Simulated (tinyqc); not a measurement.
Energy relaxation with and without hot phonons: decay of LO phonons and the hot-phonon bottleneck in the cooling of electrons. Computed by tinyqc, a small Python program. Command: `OMP_NUM_THREADS=1 python tinyqc.py 3009334 3009335 out.jsonl hotphonon walk`. One thread of a shared host (Intel(R) Xeon(R) Processor @ 2.30GHz), about 0.01 s of CPU time with the checks.

n(E, T) = 1/(exp(E/(k_B T)) - 1) is the Bose occupation. Electrons have a temperature T_e; the LO modes within their reach share one occupation N; the decay products stay at the lattice temperature.

Inputs (values chosen for the exercise, modelled on indium arsenide):
```
quantity                                             value    unit
LO energy hbar omega                                  30.8     meV
lifetime at T = 0, tau_0                                10      ps
lattice temperature T                                  400       K
electron mass m*                                    0.0255     m_0
eps_inf                                                 12       -
static dielectric constant eps_s                      14.7       -
electron density n                                 1.1e+17  1/cm^3
density of LO modes that the electrons reach, N_m  7.5e+18  1/cm^3
```

Decay channel: two equal phonons (Klemens).

Constants: k_B = 8.617333262e-05 eV/K; c = 299792458 m/s; e^2/(4 pi eps_0) = 14.39964548 eV angstrom; hbar^2/(2 m_0) = 3.80998212 eV angstrom^2; hbar = 6.582119569e-16 eV s; e = 1.602176634e-19 C; k_B = 1.380649e-23 J/K.

Method:
- Decay rate 1/tau = (1/tau_0) [1 + 2 n(hbar omega/2)].
- Full width Gamma = 1/(2 pi c tau) in 1/cm, c in cm/s.
- Froehlich coupling alpha = (e^2/(4 pi eps_0)) (1/eps_inf - 1/eps_s) k_0/(2 hbar omega), k_0 = sqrt(m* hbar omega/(hbar^2/(2 m_0))); emission time tau_sp = hbar/(2 alpha hbar omega); bottleneck ratio r = (n/N_m) tau/tau_sp.
- Net emission per electron: [(N + 1) x - N]/tau_sp with x = exp(-hbar omega/(k_B T_e)), a simple two-level balance; steady state of the modes: n [(N + 1) x - N]/tau_sp = N_m (N - N_0)/tau; power per electron P = hbar omega [(N + 1) x - N]/tau_sp.
- P(T_e) = (hbar omega/tau_sp) [(N_0 + 1) x - N_0]/[1 + r (1 - x)], and r = 0 without hot phonons; energy relaxation time tau_E = (3/2) k_B (T_e - T)/P.

emission time tau_sp = 208.001 fs

equilibrium LO occupation N_0 = 0.692624

bottleneck ratio r = 0.154947

phonon lifetime tau = 2.19744 ps

Cooling:
```
T_e (K)  P, cold phonons (nW)  P, hot phonons (nW)   ratio  tau_E (ps)        N
430                    1.0570              0.97198  1.0875     0.63920  0.69897
480                    2.6388               2.4402  1.0814     0.67895  0.70856
550                    4.5345               4.2219  1.0740     0.73579  0.72020
700                    7.6673               7.2200  1.0620     0.86052  0.73978
900                    10.563               10.052  1.0508      1.0301  0.75828
1200                   13.381               12.867  1.0399      1.2876  0.77666
1700                   16.110               15.650  1.0294      1.7203  0.79484
2400                   18.168               17.787  1.0214      2.3287  0.80879
```

What does the comparison show, and why?

Reabsorption cuts the loss by a factor 1.09 at the lowest T_e and 1.02 at the highest; the factor is 1 + r (1 - x) with r = 0.155. tau_E runs from 0.64 to 2.3 ps, with its shortest value, 0.64 ps, at T_e = 430 K, against tau_sp = 210 fs and a phonon lifetime of 2.2 ps. Pauli blocking is left out, as are upper valleys and non-parabolic bands, which can matter above about 1000 K.

Extremes, crossings and ranges named in words are read from the listed rows.
